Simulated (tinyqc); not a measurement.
Film thickness from the threshold shift.

Question. Undoped body with a flat potential across it, hard walls, transport along x. Three valley pairs (g = 2 each) with the longitudinal mass along x, y or z. Non-parabolicity enters the subband edges through E (1 + al E) = gamma, so E = 2 gamma/(1 + sqrt(1 + 4 al gamma)); motion within a subband is taken as parabolic with the band-edge mass. Energies are counted from the bulk band edge. gamma = C (pi k/(t + dl))^2/mz, C = hbar^2/(2 m0). Each subband has N_k = g sqrt(mx my) m0 kB T/(pi hbar^2); without degeneracy n = exp(EF/Vt) sum N_k exp(-E_k/Vt). Classical value Nc times t, Nc = sum over valleys of 2 g (m m0 kB T/(2 pi hbar^2))^1.5 with m = (mx my mz)^(1/3). Threshold shift dVT = Vt ln(classical value/sum N_k exp(-E_k/Vt)). Find t and the lowest subband edge.

Parameters, values chosen for the exercise; masses close to those of silicon:
```
symbol  value  unit                                                meaning
T         400     K                                            temperature
ml      0.918    m0                                      longitudinal mass
mt      0.192    m0                                        transverse mass
al          0  1/eV                                       non-parabolicity
dl        0.2    nm  widening of the box by penetration into the insulator
```

Constants: q = 1.602176634e-19 C, kB = 1.380649e-23 J/K, hbar = 1.054571817e-34 J s, m0 = 9.1093837015e-31 kg, Vt = kB T/q, hbar^2/(2 m0) = 0.0380998212 eV nm^2. Results are converted to the units shown.

dVT = 41.458906 mV

Answer. dVT is evaluated for trial values of t with all subbands; between 1.5 and 25 nm one value matches.

t = 4.500 nm
E_1 = 18.54 meV

Computed by the program tinyqc: `OMP_NUM_THREADS=1 python tinyqc.py 2350020 2350021 out.jsonl`, one thread of a shared Intel Xeon 2.30GHz, about 0.06 s for the whole run.
